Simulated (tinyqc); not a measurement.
From results back to parameters: recursion (Haydock) method for the local density of states: surface site of a cubic lattice. Two cases, with inputs chosen for the exercise.

Problem. A local density has moments mu1 = a0, mu2 = a0^2 + b1^2 and, for a1 = a2 = 0, mu4 = a0^4 + 3 a0^2 b1^2 + b1^4 + b1^2 b2^2; b1^2 = (number of neighbours) t^2. The moments come from a hidden site.

Find: a0, b1, b2; neighbours.

Method. Take the moments in turn: mu1 gives a0, mu2 gives b1, mu4 gives b2.

Case 1.

Values chosen: t = 1.23 eV (hopping).

mu1, mu2, mu4 (eV^n): 0.00000  7.56450  141.90972

Solution.

a0, b1, b2 (eV): 0.000  2.750  3.346

neighbours = 5

Case 2.

Values chosen: t = 0.9 eV (hopping).

mu1, mu2, mu4 (eV^n): 0.00000  4.05000  40.67820

Solution.

a0, b1, b2 (eV): 0.000  2.012  2.448

neighbours = 5

Computed by tinyqc, one run a case: `OMP_NUM_THREADS=1 python tinyqc.py N N+1 out.jsonl` with N = 1451810, 1452669; one thread of a shared Intel(R) Xeon(R) Processor @ 2.30GHz, about 0.2 s a run at most.
